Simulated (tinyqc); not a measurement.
Gate sweep: ballistic transport through the one-dimensional subbands of a rectangular nanowire or nanosheet channel. Computed by tinyqc, a small Python program. Command: `OMP_NUM_THREADS=1 python tinyqc.py 3029041 3029042 out.jsonl wire walk`. One thread of a shared host (Intel(R) Xeon(R) Processor @ 2.30GHz), about 0.02 s of CPU time with the checks.

Hard walls, parabolic subbands, transport along x. Energies are counted from the bulk conduction band edge at the top of the barrier, which the gate pulls down by U; the source Fermi level lies at the bulk edge when U = 0.

Inputs (values chosen for the exercise, modelled on GaN):
```
quantity                      value  unit
mass m                         0.21   m_0
height a                        4.9    nm
width b                         5.6    nm
equivalent oxide thickness t    1.7    nm
drain voltage V_D              0.78     V
temperature T                   300     K
```

Valleys: single isotropic valley.

Constants: hbar^2/(2 m_0) = 3.80998212 eV angstrom^2; k_B = 8.617333262e-05 eV/K; m_0 = 9.1093837015e-31 kg; k_B = 1.380649e-23 J/K; hbar = 1.054571817e-34 J s; eps_0 = 8.8541878128e-12 F/m; e = 1.602176634e-19 C; h = 6.62607015e-34 J s.

Method:
- E_pq = (hbar^2 pi^2/2)(p^2/(m_y b^2) + q^2/(m_z a^2)); m_x = m_y = m_z = m, degeneracy g = 1; the 10 lowest subbands are kept.
- F_j(eta) = (1/Gamma(j + 1)) int_0^infinity x^j/(1 + exp(x - eta)) dx, F_0 = ln(1 + exp(eta)). Integrals over x = E/(k_B T) use 160 Gauss-Legendre points in u = sqrt(x) from 0 to sqrt(max(eta, 0) + 32).
- With degeneracy g = 1, eta_i = (U - E_i)/(k_B T) and u = e V_D/(k_B T): line density n = sum_i g sqrt(2 m_x k_B T/pi)/(2 hbar) [F_-1/2(eta_i) + F_-1/2(eta_i - u)]; gate: e n = C_ox (V_G - U/e), C_ox = 3.9 eps_0 2 (a + b)/t (flat-plate estimate); I = (2 e k_B T/h) sum_i g [F_0(eta_i) - F_0(eta_i - u)].
- Open modes are sum_i g/(1 + exp(-eta_i)). The last column is e dn/dV_G over C_ox, taken up to the next row.

Subbands:
```
valley axis  p  q  E (meV)  m_x (m_0)
-            1  1   131.68       0.21
-            2  1   302.97       0.21
-            1  2   355.41       0.21
-            2  2   526.71       0.21
-            3  1   588.47       0.21
-            1  3   728.30       0.21
-            3  2   812.20       0.21
-            2  3   899.60       0.21
-            4  1   988.16       0.21
-            3  3  1185.09       0.21
```

Against the gate voltage:
```
V_G (V)  U (meV)    n (1/nm)  I (microampere)  open modes    C_g/C_ox
-0.170   -170.00  9.1198e-07       1.7155e-05  8.5643e-06  1.7011e-04
-0.068    -68.02  4.7107e-05       8.8618e-04  4.4232e-04  1.3783e-02
0.052      50.33  4.4506e-03       8.4447e-02  4.1286e-02  2.4947e-01
0.180     146.40  8.9465e-02       2.0441e+00  6.4127e-01  4.0001e-01
0.280     206.40  1.9596e-01       5.9511e+00  9.7379e-01  3.9877e-01
0.410     284.56  3.3398e-01       1.2775e+01  1.3871e+00  5.5249e-01
0.550     347.21  5.3991e-01       2.1558e+01  2.2691e+00  6.0115e-01
0.710     411.02  7.9599e-01       3.4600e+01  2.8930e+00  5.5673e-01
0.880     486.38  1.0480e+00       5.2275e+01  3.1856e+00  6.1525e-01
1.100     571.02  1.4083e+00       7.6111e+01  4.1869e+00           -
```

Between the first two rows the current rises one decade per 60 mV, against the limit ln(10) k_B T/e = 60 mV. Above threshold C_g/C_ox lies between 0.40 and 0.62: the quantum capacitance in series costs a visible part. It dips where a subband has filled past its van Hove peak and recovers when the next one opens or the drain starts to fill the band.

Extremes, crossings and ranges named in words are read from the listed rows.
